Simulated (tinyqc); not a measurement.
Worked calculation: heavy doping: gap narrowing, degeneracy and the minority density. Values are carried at full precision from step to step, so a last printed digit may differ when a step is redone from the rounded ones.

Empirical narrowing (Slotboom form, constants chosen for the exercise; published fits of this form give the apparent narrowing, here it is taken as the true one): dEg = E0 [ln(N/N0) + sqrt(ln(N/N0)^2 + C)].

Constants: kB = 8.617333262e-05 eV/K; e^2/(4 pi eps0) = 14.39964547 eV angstrom.

Inputs chosen for the exercise (gap and densities of states near those of Si at this temperature; narrowing constants near the fits for Si; not measured data):

| symbol | value | unit | meaning |
|---|---|---|---|
| N | 7e+17 | 1/cm^3 | ionised acceptors, equal to the majority density |
| E0 | 7.8 | meV | narrowing scale |
| N0 | 8.7e+16 | 1/cm^3 | onset density |
| C | 0.5 |  | smoothing constant |
| Nv | 8.48e+18 | 1/cm^3 | valence-band density of states |
| Eg | 1.131 | eV | gap |
| Nc | 2.08e+19 | 1/cm^3 | conduction-band density of states |
| T | 250 | K |  |
| eps | 11.9 |  | dielectric constant |
| Mv | 1 |  | majority valleys |

## Gap narrowing

Evaluate at N.

ln(N/N0) = 2.0852
dEg (empirical fit) = 33.44 meV

Well above N0 each decade of doping adds 2 E0 ln 10 = 35.9 meV.

## Degeneracy of the majority band

F_j(eta) = (1/Gamma(j + 1)) integral_0^infinity x^j dx/(1 + exp(x - eta)), which tends to exp(eta) for eta << 0.

Majority: N = Nv F_1/2(eta), eta the distance of EF beyond the majority band edge in kT. Degeneracy factor gam = F_1/2(eta)/exp(eta). ni0^2 = Nc Nv exp(-Eg/kT); product n p = ni0^2 gam exp(dEg/kT), dEg the true narrowing; apparent narrowing dEa = dEg + kT ln gam; minority density = n p/N.

Solve for eta and form gam.

N/Nv = 0.08255
eta = -2.4652
gam = 0.9713

## Product and minority density

Combine both effects.

ni0 = 5.29e+07 1/cm^3
exp(dEg/kT) = 4.72
dEa = 32.8 meV
sqrt(n p) = 1.13e+08 1/cm^3
minority density = 0.0183 1/cm^3

Narrowing multiplies the product by 4.72 and degeneracy by 0.971; together they change the minority density by a factor 4.59 against ni0^2/N.

## Two estimates of the size

Two physical estimates, e2 = e^2/(4 pi eps0), N in 1/angstrom^3: exchange shift at the Fermi level, Ex = (e2/eps) kF/pi with kF = (3 pi^2 N/Mv)^(1/3); screened-pair energy (Lanyon-Tuft), Es = (3/4)(e2/eps) qs with qs^2 = (4 pi e2 N/(eps kT)) F_-1/2(eta)/F_1/2(eta).

Evaluate both at N.

kF = 0.02747 1/angstrom
Ex = 10.58 meV
Es = 19.89 meV

Against the fitted dEg = 33.4 meV, Ex is 0.32 and Es 0.59 times as large; each keeps one mechanism only, and Ex assumes a strongly degenerate gas, while here eta is only -2.47.

## Checks

- Minority density against the Boltzmann occupation of the other band at the narrowed gap (1/cm^3): both 0.01832.

Computed by tinyqc, a small Python program: `OMP_NUM_THREADS=1 python tinyqc.py 1681261 1681262 out.jsonl` (the numbers bound the seed that draws the inputs); one thread of a shared host (Intel(R) Xeon(R) Processor @ 2.30GHz), about 0.02 s for the whole set of steps.
